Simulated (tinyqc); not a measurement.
Semiconductor laser, carrier and photon rate equations: one step of the calculation.

Carrier density N and photon density S in one mode: dN/dt = F1 = eta I/(q V) - (A N + B N^2 + C N^3) - vg g S; dS/dt = F2 = G vg g S + G be B N^2 - S/tp, with g = g0 ln(N/Ntr)/(1 + ec S). Output power P = Fo Eph S V/(G tp). No heating, no carrier transport.

Task. Threshold. gth = 1/(G vg tp), Nth = Ntr exp(gth/g0), Ith = q V (A Nth + B Nth^2 + C Nth^3)/eta. Above it S is near G tp eta (I - Ith)/(q V). Carrier lifetime at threshold Nth/(A Nth + B Nth^2 + C Nth^3).

Inputs (values chosen for the exercise): active volume V = 7.9e-12 cm^3; confinement factor G = 0.068; group velocity vg = 6.82e9 cm/s; gain coefficient g0 = 2000 1/cm; transparency density Ntr = 1.6e18 cm^-3; photon lifetime tp = 1.1 ps; defect recombination coefficient A = 2.5e8 1/s; radiative coefficient B = 1e-10 cm^3/s; Auger coefficient C = 1.6e-29 cm^6/s; injection efficiency eta = 0.85; drive current I = 29 mA.

Constants: q = 1.602176634e-19 C. Results are converted to the units shown.

Wanted: gth; Nth; Ith; estimate of S; carrier lifetime.

Result.

gth = 1960.3 1/cm
Nth = 4.2637e18 cm^-3
Ith = 6.1409 mA
estimate of S = 1.1483e15 cm^-3
carrier lifetime = 1.0339 ns

Program tinyqc, `OMP_NUM_THREADS=1 python tinyqc.py 2840022 2840023 out.jsonl`; Intel Xeon 2.30GHz, shared host, one thread, about 0.01 s.
